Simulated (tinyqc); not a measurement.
p-n heterojunction, non-linear Poisson equation by Newton steps, Fermi-Dirac statistics: course of the Newton iteration.

One dimension, material 1 (p-type) at x < 0 and material 2 (n-type) at x > 0. Band edges: Ec = -psi in material 1 and -psi + dEc in material 2, Ev = Ec - Eg. Flat quasi-Fermi levels: 0 for holes, +V for electrons. n = Nc F((EFn - Ec)/Vt), p = Nv F((Ev - EFp)/Vt), with F(eta) = F_1/2(eta) = (2/sqrt(pi)) int_0^infinity sqrt(u) du/(1 + exp(u - eta)) (Fermi-Dirac statistics); full ionisation, no interface charge, classical densities; the doping types are chosen for the exercise.

a_i = eps0 eps_r/h_i for the interval from node i to i + 1, with h_i = x_(i+1) - x_i in cm.

Start: psi_L on the nodes of material 1 and psi_R on those of material 2.

n_i = Nc F(a_n), a_n = (V - Ec_i)/Vt; p_i = Nv F(a_p), a_p = (Ec_i - Eg)/Vt; rho_i = p_i - n_i + C_i with C = -N1 or +N2; g_i = (Nc F'(a_n) + Nv F'(a_p))/Vt with F' = F_-1/2(eta) = (1/sqrt(pi)) int_0^infinity u^(-1/2) du/(1 + exp(u - eta)). Box widths w_i = (h_(i-1) + h_i)/2 in cm. Residual F_i = a_i (psi_(i+1) - psi_i) - a_(i-1) (psi_i - psi_(i-1)) + q rho_i w_i; Jacobian: a_(i-1) and a_i beside the diagonal, b_i = -a_(i-1) - a_i - q g_i w_i on it. The two end nodes are fixed.

Solve the tridiagonal system a_(i-1) d_(i-1) + b_i d_i + a_i d_(i+1) = -F_i for nodes 1 to 10, with d = 0 on fixed nodes. If the largest |d| exceeds 4 Vt, the whole step is scaled down so that it equals 4 Vt.

Stop when the largest undamped |d| is below 1e-9 V, or after 12 iterations.

Values chosen for this exercise; band and dielectric values close to those of GaAs and InGaP:

| symbol | value | unit | meaning |
|---|---|---|---|
| T | 350 | K | temperature |
| Eg1 | 1.4 | eV | band gap of material 1 |
| er1 | 12.7 |  | relative permittivity of material 1 |
| Nc1 | 5.62e17 | cm^-3 | conduction-band density of states of material 1 |
| Nv1 | 1.13e19 | cm^-3 | valence-band density of states of material 1 |
| Eg2 | 1.93 | eV | band gap of material 2 |
| er2 | 11.7 |  | relative permittivity of material 2 |
| Nc2 | 1.14e18 | cm^-3 | conduction-band density of states of material 2 |
| Nv2 | 1.89e19 | cm^-3 | valence-band density of states of material 2 |
| dEc | 0.13 | eV | conduction-band offset Ec2 - Ec1 |
| N1 | 3.1e16 | cm^-3 | acceptor density of material 1 |
| N2 | 8e16 | cm^-3 | donor density of material 2 |
| V | -1.1 | V | bias of side 1 against side 2 |

Constants: q = 1.602176634e-19 C, kB = 1.380649e-23 J/K, Vt = kB T/q, eps0 = 8.8541878128e-14 F/cm where lengths are in cm. Results are converted to the units shown.

| node | x (nm) | material |
|---|---|---|
| 0 | -594 | 1 |
| 1 | -295 | 1 |
| 2 | -138 | 1 |
| 3 | -55.2 | 1 |
| 4 | -11.5 | 1 |
| 5 | 11.5 | 2 |
| 6 | 38.7 | 2 |
| 7 | 70.9 | 2 |
| 8 | 109 | 2 |
| 9 | 154 | 2 |
| 10 | 207 | 2 |
| 11 | 271 | 2 |

| interval | eps_r |
|---|---|
| 0 | 12.7 |
| 1 | 12.7 |
| 2 | 12.7 |
| 3 | 12.7 |
| 4 | 12.1795 |
| 5 | 11.7 |
| 6 | 11.7 |
| 7 | 11.7 |
| 8 | 11.7 |
| 9 | 11.7 |
| 10 | 11.7 |

psi_L = -1.22212 V
psi_R = 1.15062 V

Course of the iteration:

| iteration | largest \|F\| (C/cm^2) | largest \|d\| (V) | at node |
|---|---|---|---|
| 1 | 1.11e-6 | 0.745 | 4 |
| 2 | 9.82e-7 | 1.12 | 4 |
| 3 | 8.77e-7 | 1.07 | 4 |
| 4 | 7.78e-7 | 1.07 | 4 |
| 5 | 6.91e-7 | 0.960 | 4 |
| 6 | 6.04e-7 | 0.820 | 4 |
| 7 | 5.15e-7 | 0.690 | 4 |
| 8 | 4.25e-7 | 0.573 | 4 |
| 9 | 3.35e-7 | 0.472 | 4 |
| 10 | 2.50e-7 | 0.393 | 4 |
| 11 | 1.73e-7 | 0.303 | 4 |
| 12 | 1.04e-7 | 0.185 | 4 |

Did this iteration meet its convergence test, and what does its course show?

No. Not converged within 12 iterations. Every late step is cut to 4 Vt = 0.121 V while the full step still asks for 0.185 V: the cap is too tight for the distance left. A rerun with full Newton steps from the same start converges in 7 iterations.

tinyqc, about 0.2 s, one thread, Intel Xeon 2.30GHz (shared host): `OMP_NUM_THREADS=1 python tinyqc.py 2040057 2040058 out.jsonl`
